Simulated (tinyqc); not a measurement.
# Worked calculation: long-channel MOSFET, surface-potential model

Numbers from tinyqc (`OMP_NUM_THREADS=1 python tinyqc.py 2360104 2360105 out.jsonl`; about 0.06 s on one thread of a shared Intel Xeon 2.30GHz). Printed values are rounded.

n-channel transistor on a uniformly doped p-type body, gradual-channel approximation, constant mobility, Boltzmann statistics, full ionisation. Potentials are counted from the neutral body; V is the electron quasi-Fermi potential, Vsb at the source and Vsb + Vds at the drain. Charges are magnitudes per area.

Inputs (values chosen for the exercise); material values close to those of silicon:
```
symbol    value        unit                                      meaning
T           293           K                                  temperature
Eg         1.13          eV                                     band gap
eps_r      11.7               relative permittivity of the semiconductor
Nc       2.7e19       cm^-3       conduction-band density of states at T
Nv      2.53e19       cm^-3          valence-band density of states at T
Na       2.4e17       cm^-3                 acceptor density of the body
eox        7.29              relative permittivity of the gate insulator
tox         4.9          nm                          insulator thickness
Vfb       -0.63           V                            flat-band voltage
mu          270  cm^2/(V s)                             channel mobility
W             2          um                                   gate width
L           0.5          um                                  gate length
Vsb         0.3           V                     source-body reverse bias
Vgs        0.79           V                          gate-source voltage
Vds         0.2           V                         drain-source voltage
```

Constants: q = 1.602176634e-19 C, kB = 1.380649e-23 J/K, Vt = kB T/q, eps0 = 8.8541878128e-14 F/cm where lengths are in cm. Results are converted to the units shown.

Range of the model: The surface electron density at the source passes 0.3 Nc, where degeneracy, left out here, matters.

## Body potential, insulator capacitance and body factor

ni = sqrt(Nc Nv) exp(-Eg/(2 Vt)), Eg in volts; phiF = Vt ln(Na/ni); Cox = eps0 eox/tox; gamma = sqrt(2 q eps0 eps_r Na)/Cox. VT = Vfb + 2 phiF + gamma sqrt(2 phiF + Vsb), m = 1 + gamma/(2 sqrt(2 phiF + Vsb)).

ni = 4.99918e9 cm^-3
phiF = 0.446572 V
Cox = 1.31729 uF/cm^2
gamma = 0.214271 V^0.5
VT = 0.497195 V
m = 1.09808

## Iteration 1: surface potential at the source by Newton steps

psi at the start (2 phiF + Vsb) = 1.19314 V

With V = Vsb: G = psi - Vt + Vt e, e = exp((psi - 2 phiF - Vsb)/Vt); f = Vgs + Vsb - Vfb - psi - gamma sqrt(G); f' = -1 - gamma (1 + e)/(2 sqrt(G)); psi(new) = psi - f/f'.

G = 1.19314 V
f = 0.292810 V
f' = -1.19615
psi after iteration 1 = 1.43793 V

## Iteration 2: surface potential at the source by Newton steps

As before.

G = 411.414 V
f = -4.06406 V
f' = -86.7758
psi after iteration 2 = 1.39110 V

## Course of the iteration: surface potential at the source by Newton steps

Stop when psi changes by less than 1e-10 V, or after 40 iterations.

Course of the iteration:
```
iteration  psi (V)  |change| (V)
1          1.43793         0.245
2          1.39110        0.0468
3          1.35053        0.0406
4          1.32233        0.0282
5          1.31018        0.0121
6          1.30828       1.90e-3
7          1.30824       4.08e-5
8          1.30824       1.83e-8
9          1.30824       < 1e-13
```

Converged in 9 iterations. At the end the number of correct digits about doubles with each step.

## Charges and current of the charge-sheet model

psi_0 = 1.30824 V
psi_L = 1.44646 V

psi_0 and psi_L solve Vgs + Vsb - Vfb - psi = gamma sqrt(G) at V = Vsb and Vsb + Vds. Qi = Cox gamma [sqrt(G) - sqrt(psi - Vt)], G = psi - Vt + Vt exp((psi - 2 phiF - V)/Vt), at both ends. With U = Vgs + Vsb - Vfb: drift = mu (W/L) Cox [U (psi_L - psi_0) - (psi_L^2 - psi_0^2)/2 - (2/3) gamma ((psi_L - Vt)^1.5 - (psi_0 - Vt)^1.5)]; diffusion = mu (W/L) Vt (Qi0 - QiL).

Qi0 = 222.694 nC/cm^2
QiL = 23.8454 nC/cm^2
drift current = 18.3900 uA
diffusion current = 5.42235 uA
drain current = 23.8124 uA

Drift carries 77.2 % of the current.

## Inversion charge along the channel

V, point 0 to 6 (V): 0.3  0.333333  0.366667  0.4  0.433333  0.466667  0.5

The surface potential psi at channel potential V solves Vgs + Vsb - Vfb - psi = gamma sqrt(G), G = psi - Vt + Vt exp((psi - 2 phiF - V)/Vt). Charge sheet: Qi = Cox gamma [sqrt(G) - sqrt(psi - Vt)]. Pao-Sah: Qi = (Cox gamma/2) integral from 3 Vt to psi of exp((u - 2 phiF - V)/Vt)/sqrt(G(u, V)) du.

```
point  psi (V)  Qi, charge sheet (nC/cm^2)  Qi, Pao-Sah (nC/cm^2)
0      1.30824                     222.694                224.638
1      1.33566                     183.171                184.775
2      1.36213                     145.065                146.341
3      1.38726                     108.913                109.876
4      1.41044                     75.5860                76.2577
5      1.43067                     46.5145                46.9301
6      1.44646                     23.8454                24.0594
```

At the source the charge-sheet charge is 0.87 % below the Pao-Sah one.

## Pao-Sah current by Simpson's rule

I = mu (W/L) integral of Qi dV; Simpson's rule on the 7 points, step Vds/6, weights 1, 4, 2, ..., 4, 1 times step/3.

Pao-Sah current = 24.7227 uA

Gauss-Legendre quadrature on many points gives 24.72 uA, so this value is within 0.01 % of it; the charge-sheet current, 23.81 uA, is 3.7 % below it.
